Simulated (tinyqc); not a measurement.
# Band bending at a free surface with a continuum of surface states, surface photovoltage and Kelvin probe: effects of single changes

n-type bulk, xi = Ec - EF = Vt ln(Nc/Nd), p0 = ni^2/Nd, ni = sqrt(Nc Nv) exp(-Eg/(2 Vt)), Eg in volts. b is the upward band bending, u = b/Vt. Space charge per area, in units of q: Qc = sign(b) sqrt((2 eps0 eps_r Vt/q) [(Nd + dn)(exp(-u) - 1) + Nd u + (p0 + dn)(exp(u) - 1)]), with dn the excess density under light (flat quasi-Fermi levels; 0 in the dark). The states hold -Ds (E0 - xi - b): negative while the Fermi level lies above the neutrality level. Neutrality: Qc + Qf + (charge of the states) = 0.

Parameters, values chosen for the exercise; band and dielectric values close to those of silicon: temperature T = 300 K; band gap Eg = 1.11 eV; relative permittivity eps_r = 11.8; conduction-band density of states at T Nc = 2.83e19 cm^-3; valence-band density of states at T Nv = 2.6e19 cm^-3; electron affinity chi = 4.05 eV; donor density Nd = 4.2e16 cm^-3; fixed positive charge at the surface Qf = 0 cm^-2; work function of the probe tip pt = 4.92 eV; density of surface states Ds = 3.9e12 cm^-2 eV^-1; depth of their neutrality level below the conduction edge E0 = 0.36 eV.

Constants: q = 1.602176634e-19 C, kB = 1.380649e-23 J/K, Vt = kB T/q, eps0 = 8.8541878128e-14 F/cm where lengths are in cm. Results are converted to the units shown.

Each table varies one quantity; the others keep the values above.

## Pinning by the surface states

b solves the neutrality condition in the dark.

Pinning by the surface states:

| Ds (cm^-2 eV^-1) | b (V) | xi + b (eV) | Qc (cm^-2) |
|---|---|---|---|
| 2.4e10 | 0.001415 | 0.1698 | 4.565e9 |
| 6.7e10 | 0.003962 | 0.1723 | 1.257e10 |
| 1.8e11 | 0.01070 | 0.1791 | 3.257e10 |
| 5.1e11 | 0.03019 | 0.1986 | 8.234e10 |
| 1.4e12 | 0.07393 | 0.2423 | 1.648e11 |
| 3.9e12 | 0.1303 | 0.2986 | 2.393e11 |
| 1.1e13 | 0.1664 | 0.3348 | 2.775e11 |
| 2.9e13 | 0.1816 | 0.3499 | 2.921e11 |
| 8.1e13 | 0.1879 | 0.3563 | 2.980e11 |

b rises from 0.00142 to 0.188 V. The Fermi level moves towards E0 = 0.36 eV and is within 3.68 meV of it in the last row; it is half-way there at the Ds that solves Ds b = Qc(b) + Qf with b = (E0 - xi)/2, 2.05e12 cm^-2 eV^-1.

## Photovoltage against injection

Same model as above.

Under chopped light the surface charge keeps its dark value, so b falls to bL with Qc(bL, dn) = Qc(b, 0); the photovoltage is b - bL.

Photovoltage against injection:

| dn (cm^-3) | bL (V) | photovoltage (mV) | share of b removed (%) |
|---|---|---|---|
| 4.8e7 | 0.1303 | 4.528e-6 | 3.476e-6 |
| 8.4e8 | 0.1303 | 7.924e-5 | 6.083e-5 |
| 1.4e10 | 0.1303 | 0.001321 | 0.001014 |
| 2.5e11 | 0.1302 | 0.02356 | 0.01809 |
| 4.3e12 | 0.1299 | 0.3994 | 0.3066 |
| 7.5e13 | 0.1246 | 5.668 | 4.352 |
| 1.3e15 | 0.09713 | 33.13 | 25.43 |
| 2.2e16 | 0.05179 | 78.47 | 60.24 |
| 3.9e17 | 0.01643 | 113.8 | 87.38 |

The photovoltage rises from 4.53e-6 to 114 mV, towards the full b = 130 mV. Its steepest rise is 36.9 mV a decade (Vt ln 10 = 59.5 mV), and it reaches 87.4 % of b in the last row: even strong light does not flatten the bands fully, so a saturation reading understates b. For dn = 3.9e17 the injection is high, and a Dember voltage, left out here, adds to the signal.

## Kelvin-probe contrast of the doping

Same model as above.

Work function chi + xi + b; contact potential difference CPD = (work function of the sample) - pt.

Kelvin-probe contrast of the doping:

| Nd (cm^-3) | xi (eV) | b (V) | CPD (mV) |
|---|---|---|---|
| 8.8e13 | 0.32783 | 0.031177 | -510.99 |
| 4.9e14 | 0.28344 | 0.072077 | -514.48 |
| 2.7e15 | 0.23932 | 0.10694 | -523.74 |
| 1.5e16 | 0.19499 | 0.12862 | -546.39 |
| 8.1e16 | 0.15139 | 0.12538 | -593.23 |
| 4.5e17 | 0.10706 | 0.092133 | -670.80 |
| 2.5e18 | 0.062732 | 0.050585 | -756.68 |

Read the table: what changes, and by how much?

xi falls by 265 mV over the table and the CPD by 246 mV; b goes from 0.0312 through a maximum of 0.129 (at Nd = 1.5e16 cm^-3 among the rows listed) to 0.0506 V. Between the first two rows the CPD follows 7.86 % of the change of xi, and between the last two 194 %. It is below 100 % where b rises with the doping (pinning hides it). It exceeds 100 % where b falls as the doping rises.

Computed by the program tinyqc: `OMP_NUM_THREADS=1 python tinyqc.py 2430057 2430058 out.jsonl`, one thread of a shared Intel Xeon 2.30GHz, about 0.01 s for the whole run.
